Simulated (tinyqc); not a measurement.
# Trench capacitor in an array: capacitance, non-linearity, leakage and relaxation: charge lost after writing

A film between two metal electrodes, each interface adding a series capacitance ci. The small-signal permittivity is ek (1 + aq E^2); the field is found with the linear permittivity. Leakage J = J0 sinh(E/Ef). After a voltage step the film passes a relaxation current kr C V tt^(-nr), tt being the time in seconds. The sidewall is a coaxial capacitor with radii a = dm/2 - t and b = dm/2, depth AR dm; the end face is left out.

Planar film: Cf = eps0 ek/t, 1/C = 1/Cf + 2/ci, EOT = 3.9 eps0/C, effective permittivity C t/eps0, E = (V/t) C/Cf. A capacitor written for t0 and then left open loses, as a share of C V, kr (tt^(1 - nr) - t0^(1 - nr))/(1 - nr) by relaxation and J tt/(C V) by leakage; both are taken as small, and rows far outside that range are left out.

Parameters, values chosen for the exercise; permittivity of the order of that of tantalum oxide:
- ek = 25 (relative permittivity of the film)
- t = 27 nm (film thickness)
- ci = 1000 uF/cm^2 (capacitance of each electrode interface (dead layer and screening))
- aq = 0.007 cm^2/MV^2 (quadratic field coefficient of the permittivity)
- V = 2.2 V (bias)
- nr = 0.988 (exponent of the relaxation current)
- kr = 0.0019 (strength of the relaxation)
- J0 = 4.7e-11 A/cm^2 (leakage prefactor)
- Ef = 0.35 MV/cm (field for an e-fold rise of the leakage)
- t0 = 1e-7 s (duration of the write pulse)

Constants: eps0 = 8.8541878128e-14 F/cm where lengths are in cm. Results are converted to the units shown.

The same in every row: leakage current (nA/cm^2) = 0.2378.

Charge lost after writing:

| tt (s) | relaxation current (nA/cm^2) | loss by relaxation (%) | loss by leakage (%) | total loss (%) |
|---|---|---|---|---|
| 1e-6 | 2.899e6 | 0.3656 | 1.321e-8 | 0.3656 |
| 1e-5 | 2.980e5 | 0.7414 | 1.321e-7 | 0.7414 |
| 0.0001 | 3.063e4 | 1.128 | 1.321e-6 | 1.128 |
| 0.001 | 3149 | 1.525 | 1.321e-5 | 1.525 |
| 0.01 | 323.7 | 1.933 | 1.321e-4 | 1.933 |
| 0.1 | 33.28 | 2.353 | 0.001321 | 2.354 |
| 1 | 3.421 | 2.784 | 0.01321 | 2.798 |
| 10 | 0.3517 | 3.228 | 0.1321 | 3.360 |
| 100 | 0.03616 | 3.684 | 1.321 | 5.005 |

The two currents are equal at tt = 14.9 s. The loss by relaxation grows from 0.366 to 3.68 %, by 0.376 points over the first decade and 0.456 over the last, while the loss by leakage grows tenfold a decade. Relaxation is the larger loss in every row.

Numbers from tinyqc (`OMP_NUM_THREADS=1 python tinyqc.py 2102125 2102126 out.jsonl`; about 0.01 s on one thread of a shared Intel Xeon 2.30GHz).
